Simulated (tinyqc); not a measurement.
Equilibrium and kinetic segregation of a solute to boundaries and growing surfaces: one step, computed by the program tinyqc.

Question. Segregation at a growing surface. Two-state exchange during growth, dilute: jump up r_u = nu exp(-E_b/(k_B T_g)), jump back r_d = r_u exp(-E_s/(k_B T_g)), nu = 1e13 1/s. In the time 1/R of one monolayer the share carried up is p = [r_u/(r_u + r_d)] [1 - exp(-(r_u + r_d)/R)]; the tail decays as p^n, length -1/ln p monolayers; the equilibrium limit has p = r_u/(r_u + r_d).

Inputs (values chosen for the exercise, modelled on phosphorus in polycrystalline silicon):
```
quantity                        value          unit
exchange barrier E_b             1.56            eV
surface segregation energy E_s    0.4            eV
growth temperature T_g            600             K
growth rate                       1.5  monolayers/s
```

Constants: k_B = 8.617333262e-05 eV/K.

Give: r_u; r_d; share carried up p; decay length.

Answer.

r_u = 0.78809 1/s

r_d = 3.4413e-04 1/s

share carried up p = 0.40864

decay length = 1.1174 monolayers

Exchange is slow against growth: the kinetically limited regime, where cooling or faster growth sharpens the profile.
